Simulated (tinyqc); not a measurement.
# Square on-chip spiral inductor, lumped pi model: effects of single changes

Outer diameter do = di + 2 n wd + 2 (n - 1) sp, mean da = (do + di)/2, fill p = (do - di)/(do + di), length l = 4 n da. L = 2.34 mu0 n^2 da/(1 + 2.75 p), mu0 = 4 pi 1e-7 H/m. Rs = rho l/(wd delta (1 - exp(-th/delta))), delta = sqrt(rho/(pi f mu0)). Cs = n wd^2 eps0 eo/hu across the coil. At each end Cox = l wd eps0 eo/(2 ho) leads to the substrate branch Rsi = 2 rs he/(l wd) in parallel with Csi = l wd eps0 11.7/(2 he). With one end grounded Y = 1/(Rs + i w L) + i w Cs + 1/[1/(i w Cox) + 1/(1/Rsi + i w Csi)], w = 2 pi f; Q = -Im Y/Re Y. Eddy currents in neighbouring turns and in the substrate are left out.

Parameters, values chosen for the exercise; values of the order met in silicon radio-frequency processes:
- n = 2.5 (number of turns)
- wd = 10 um (line width)
- sp = 1.5 um (space between turns)
- di = 60 um (inner diameter)
- th = 4 um (metal thickness)
- rho = 3 uohm cm (metal resistivity)
- ho = 8.5 um (oxide below the coil)
- hu = 1.4 um (oxide between coil and underpass)
- eo = 3.9 (relative permittivity of the oxide)
- rs = 1000 ohm cm (substrate resistivity)
- he = 30 um (effective spreading depth in the substrate)
- f = 8.8 GHz (frequency)

Constants: eps0 = 8.8541878128e-12 F/m. Results are converted to the units shown.

Each table varies one quantity; the others keep the values above.

## Quality factor against frequency

Apparent inductance Im(1/Y)/w; share of the loss Re(substrate branch)/Re Y.

Quality factor against frequency:
```
f (GHz)	Rs (ohm)	w L/Rs	Q	apparent inductance (nH)	loss in the substrate (%)
0.75	1.1495	3.5364	3.5352	0.86283	0.0065380
1.2	1.3068	4.9772	4.9729	0.86319	0.014258
2	1.5408	7.0354	7.0191	0.86426	0.033006
3.3	1.8580	9.6263	9.5676	0.86716	0.073856
5.4	2.2849	12.809	12.606	0.87496	0.15998
8.8	2.8553	16.704	16.017	0.89630	0.33856
14	3.5684	21.264	19.097	0.95343	0.68237
24	4.6555	27.941	19.783	1.1983	1.5227
38	5.8540	35.183	10.095	2.8905	2.9892
```

What does the table show?

Q goes from 3.54 through a maximum of 19.8 (at f = 24 GHz among the rows listed) to 10.1; the exact peak is 20.3 at 20.0 GHz and Q reaches zero at the self-resonance, 45.3 GHz. The share of the substrate rises from 0.00654 to 2.99 %, and the apparent inductance ends at 3.35 times L. At the peak the substrate takes 1.17 % of the loss. For f = 38 the coil is longer than 0.15 of a wavelength in the oxide, where one lumped section is rough.

## Effect of the metal thickness

Same model as above.

Peak Q and its frequency from a search over f; self-resonance where Im Y = 0; Q at the given f (negative beyond resonance).

The same in every row: L (nH) = 0.8626; do (um) = 114.5.

Effect of the metal thickness:
```
th (um)	peak Q	f of the peak (GHz)	self-resonance (GHz)	Q at f
0.5	11.72	24.12	45.27	6.765
0.9	15.88	22.91	45.28	10.08
1.5	18.63	21.61	45.28	13.01
2	19.55	20.93	45.28	14.35
3	20.15	20.26	45.29	15.59
4	20.27	20.04	45.29	16.02
6	20.30	19.97	45.29	16.21
9	20.30	19.96	45.29	16.23
```

As th goes from 0.5 to 9, L stays at 0.863 nH, the peak Q rises from 11.7 to 20.3, its frequency falls from 24.1 to 20.0 GHz and the self-resonance stays near 45.3 GHz. Once th exceeds a few skin depths Rs no longer falls.

Program tinyqc, `OMP_NUM_THREADS=1 python tinyqc.py 2302178 2302179 out.jsonl`; Intel Xeon 2.30GHz, shared host, one thread, about 0.01 s.
